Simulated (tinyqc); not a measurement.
# Junction parameters from two forward currents

Problem. D(v) = J1 (exp(v/Vt) - 1) + J2 (exp(v/(2 Vt)) - 1). Find J1, J2 and the voltage 2 Vt ln(J2/J1) near which both parts are equal.

Parameters, values chosen for the exercise:

| symbol | value | unit | meaning |
|---|---|---|---|
| T | 398 | K | temperature |

Constants: q = 1.602176634e-19 C, kB = 1.380649e-23 J/K, Vt = kB T/q. Results are converted to the units shown.

junction voltages (V): [0.28, 0.64]
currents (uA/um): [2.7699784e-6, 0.0016737907]

Answer. The current is linear in J1 and J2, so two points give two equations.

J1 = 9.000e-12 uA/um
J2 = 4.700e-8 uA/um
crossover = 0.5872 V

Numbers from tinyqc (`OMP_NUM_THREADS=1 python tinyqc.py 2182089 2182090 out.jsonl`; about 0.2 s on one thread of a shared Intel Xeon 2.30GHz).
